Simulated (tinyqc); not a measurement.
Long-channel MOSFET, surface-potential model: two steps of the calculation.

n-channel transistor on a uniformly doped p-type body, gradual-channel approximation, constant mobility, Boltzmann statistics, full ionisation. Potentials are counted from the neutral body; V is the electron quasi-Fermi potential, Vsb at the source and Vsb + Vds at the drain. Charges are magnitudes per area.

Parameters, values chosen for the exercise; material values those of a made-up semiconductor:
- T = 300 K (temperature)
- Vfb = -0.55 V (flat-band voltage)
- mu = 230 cm^2/(V s) (channel mobility)
- W = 2 um (gate width)
- L = 10 um (gate length)
- Vsb = 0 V (source-body reverse bias)
- Vgs = 0.87 V (gate-source voltage)
- Vds = 0.5 V (drain-source voltage)

Constants: q = 1.602176634e-19 C, kB = 1.380649e-23 J/K, Vt = kB T/q. Results are converted to the units shown.

Question 1. Surface potential at the source by Newton steps. With V = Vsb: G = psi - Vt + Vt e, e = exp((psi - 2 phiF - Vsb)/Vt); f = Vgs + Vsb - Vfb - psi - gamma sqrt(G); f' = -1 - gamma (1 + e)/(2 sqrt(G)); psi(new) = psi - f/f'.

psi at the start (the smaller of 2 phiF + Vsb + 4 Vt and the root without inversion charge) = 0.91489700 V
phiF = 0.40574447 V
gamma = 0.30018675 V^0.5

Find: G; f; f'; psi after iteration 1.

Answer 1.

G = 2.301 V
f = 0.04980 V
f' = -6.502
psi after iteration 1 = 0.9226 V

Question 2. Pao-Sah current by Simpson's rule. I = mu (W/L) integral of Qi dV; Simpson's rule on the 9 points, step Vds/8, weights 1, 4, 2, ..., 4, 1 times step/3.

| point | Qi, Pao-Sah (nC/cm^2) |
|---|---|
| 0 | 78.879521 |
| 1 | 56.525429 |
| 2 | 35.660756 |
| 3 | 17.542355 |
| 4 | 5.0845689 |
| 5 | 0.68776907 |
| 6 | 0.065037125 |
| 7 | 0.0058297324 |
| 8 | 5.1989274e-4 |

Wanted: Pao-Sah current.

Answer 2.

Pao-Sah current = 0.4404 uA

Gauss-Legendre quadrature on many points gives 0.4402 uA, so this value is 0.051 % above it; the charge-sheet current, 0.4247 uA, is 3.5 % below it.

tinyqc, about 0.07 s, one thread, Intel Xeon 2.30GHz (shared host): `OMP_NUM_THREADS=1 python tinyqc.py 2360118 2360119 out.jsonl`
